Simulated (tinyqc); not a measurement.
# Tunnelling through a two-layer gate stack, WKB transmission and Tsu-Esaki current: what changes with what

Electrons leave the emitter at x = 0. Energies E (motion across the layers) are in eV from the emitter Fermi level; the collector Fermi level lies at -V and offers states at every E. No charge in the dielectric and no image force: F1 = V/(t1 + t2 eps1/eps2), F2 = F1 eps1/eps2; U = phi1 - F1 x in layer 1 and phi2 - F1 t1 - F2 (x - t1) in layer 2. With C = hbar^2/(2 m0), kappa = sqrt(m (U - E)/C) where U > E and 0 elsewhere; T(E) = exp(-S), S = 2 times the integral of kappa over x.

Inputs (values chosen for the exercise); layer 1 close to silicon nitride, layer 2 close to zirconium oxide: temperature T = 300 K; Fermi energy of the emitter above its band bottom Ef = 2 eV; emitter mass in the supply function me = 0.53 m0; barrier of layer 1 above the emitter Fermi level at zero bias phi1 = 2.06 eV; tunnelling mass of layer 1 m1 = 0.51 m0; thickness of layer 1 t1 = 0.9 nm; relative permittivity of layer 1 eps1 = 7.15; barrier of layer 2 at zero bias phi2 = 1.47 eV; tunnelling mass of layer 2 m2 = 0.25 m0; thickness of layer 2 t2 = 3.3 nm; relative permittivity of layer 2 eps2 = 25.7; voltage across the dielectric V = 1.2 V.

Constants: q = 1.602176634e-19 C, kB = 1.380649e-23 J/K, hbar = 1.054571817e-34 J s, m0 = 9.1093837015e-31 kg, Vt = kB T/q, hbar^2/(2 m0) = 0.0380998212 eV nm^2. Results are converted to the units shown.

Each table varies one quantity; the others keep the values above.

## Effect of the barrier height

Each layer adds (2/F) sqrt(m/C) [G(u at its left edge) - G(u at its right edge)] to S, with u = U - E (0 where negative) and G(u) = (2/3) u^1.5. J = J0 times the integral of T(E) N(E) dE, N = ln[(1 + exp(-E/Vt))/(1 + exp((-E - V)/Vt))], J0 = q^2 me m0 kB T/(2 pi^2 hbar^3) (times 1e-4 for A/cm^2 per eV), from E = -Ef to far above the barrier (T = 1 there), by quadrature converged to the digits shown.

Results:
```
phi1 (eV)	S at E = 0	T(E = 0)	J (A/cm^2)	mean E of the current (eV)
1	18.12	1.353e-8	0.7276	-0.1109
1.4	19.53	3.282e-9	0.1914	-0.1226
1.6	20.14	1.791e-9	0.1074	-0.1265
1.8	20.70	1.023e-9	0.06277	-0.1297
2	21.22	6.068e-10	0.03794	-0.1325
2.2	21.72	3.709e-10	0.02358	-0.1348
2.4	22.18	2.326e-10	0.01500	-0.1368
```

Estimate the missing row, phi1 = 1.2 eV.

Computed row:
```
phi1 (eV)	S at E = 0	T(E = 0)	J (A/cm^2)	mean E of the current (eV)
1.2	18.87	6.388e-9	0.3597	-0.1177
```

With this row back in the table: J falls from 0.728 to 0.0150 A/cm^2, on average 1.20 decades for each eV, while S rises from 18.1 to 22.2.

## Current against voltage

Same model as above.

Current against voltage:
```
V (V)	S at E = 0	T(E = 0)	J (A/cm^2)	mean E of the current (eV)
0.2	28.76	3.220e-13	2.985e-5	-0.1625
0.49	26.92	2.035e-12	1.988e-4	-0.1843
0.77	24.96	1.449e-11	0.001239	-0.1717
1.06	22.65	1.462e-10	0.01034	-0.1484
1.35	19.82	2.470e-9	0.1331	-0.1096
1.64	15.72	1.496e-7	5.269	-0.05653
1.92	12.61	3.331e-6	147.0	-0.08152
2.21	10.38	3.093e-5	1863	-0.1143
2.5	8.844	1.443e-4	1.232e4	-0.1487
```

Read the table: what changes, and by how much?

J rises from 2.98e-5 to 12300 A/cm^2, by 2.84 decades a volt between the first two rows and 2.83 between the last two. From V = 1.64 V on (among the rows) a band edge falls below the emitter Fermi level, so electrons at E = 0 no longer cross the full thickness. In 3 of the 9 rows the field exceeds 10 MV/cm (up to 13.8), more than most dielectrics sustain; the model ignores breakdown.

Program tinyqc, `OMP_NUM_THREADS=1 python tinyqc.py 2540001 2540002 out.jsonl`; Intel Xeon 2.30GHz, shared host, one thread, about 0.04 s.
